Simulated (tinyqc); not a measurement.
Worked calculation: deep level with several charge states, and Shockley-Read-Hall recombination. Values are carried at full precision from step to step, so a last printed digit may differ when a step is redone from the rounded ones.

Energies from Ev. The defect has charge states +1, 0, -1 with weights 1, gm exp((EF - E1)/kT), exp((2 EF - E1 - E2)/kT); the shares are the weights over their sum. Boltzmann carriers: n = Nc exp((EF - Eg)/kT), p = Nv exp(-EF/kT). Neutrality: p - n + Nd + Nt <q> = 0.

Constants: kB = 8.617333262e-05 eV/K.

Inputs chosen for the exercise (gap and densities of states near those of SiC at this temperature; the results hold for these values, not for the real material): Eg = 3.193 eV (gap); Nc = 3.36e+19 1/cm^3 (conduction-band density of states); Nv = 5.96e+19 1/cm^3 (valence-band density of states); T = 450 K; E1 = 1.07 eV (level (+1/0) above Ev); E2 = 2.473 eV (level (0/-1) above Ev); gm = 1 (degeneracy of the middle state, the others 1); Nt = 8e+14 1/cm^3 (defects); Nd = -8.8e+15 1/cm^3 (ionised shallow donors minus acceptors); E_try = 2.123 eV (trial Fermi level); Et = 1.07 eV (recombination level above Ev); sn = 6.5e-16 cm^2 (electron capture cross-section); sp_ = 8.3e-15 cm^2 (hole capture cross-section); vth = 19000000 cm/s (thermal velocity, both carriers); Nm = 8e+15 1/cm^3 (equilibrium holes for the lifetime steps); dn = 2.9e+15 1/cm^3 (excess pairs).

## Charge states at a trial Fermi level

Form the exponents, the shares, the mean charge and the residual of neutrality at EF = E_try.

exponents of the second and third weights: 27.155  18.129

shares: +1 0.0000, 0 0.9999, -1 0.0001

<q> = -0.0001

n, p (1/cm^3): 3.49e+07  9.97e-05

residual = -8.80e+15 1/cm^3

The residual is negative, so EF must fall.

## The neutral state

Solve for EF.

EF = 0.3457 eV

shares at EF: +1 1.000, 0 0.000, -1 0.000

n = 4.35e-13 1/cm^3
p = 8.00e+15 1/cm^3

Without the defects the majority density would be 8.80e+15 1/cm^3; with them the density of these carriers is 8.00e+15, so they compensate part of the doping. Most defects are in the state +1.

## Recombination through one level

One level at Et with degeneracy 1: tn = 1/(sn vth Nt), tp = 1/(sp_ vth Nt), n1 = Nc exp((Et - Eg)/kT), p1 = Nv exp(-Et/kT), ni^2 = n1 p1. Equilibrium p0 = Nm, n0 = ni^2/Nm; n = n0 + dn, p = p0 + dn. U = (n p - ni^2)/(tp (n + n1) + tn (p + p1)), lifetime dn/U; emission rates en = sn vth n1, ep = sp_ vth p1.

Evaluate each quantity.

tn, tp (microsecond): 0.1012  0.007926

n1, p1 (1/cm^3): 5.62e-05  6.19e+07

U = 2.81e+22 1/(cm^3 s)
lifetime = 0.103 microsecond

The lifetime is 1.021 times the minority capture time tn and 0.947 times tn + tp, the limit of high injection.

## Emission and generation in a depleted region

With n = p = 0 the level generates pairs at G = Nt en ep/(en + ep); generation lifetime tg = ni/G; current density e G W for a width W = 1 micrometre, e = 1.602176634e-19 C.

en, ep (1/s): 6.94e-13  9.76

G = 555 1/(cm^3 s)
tg = 1.06e+05 microsecond
current density = 8.90e-21 A/cm^2

The slower step, electron emission, limits the rate: en/ep = 7.11e-14.

## Checks

- U against hole capture minus emission at the steady occupation of the level (1/(cm^3 s)): both 2.807e+22.

Program tinyqc; command `OMP_NUM_THREADS=1 python tinyqc.py 1651038 1651039 out.jsonl`; about 0.01 s on one thread of a shared Intel(R) Xeon(R) Processor @ 2.30GHz.
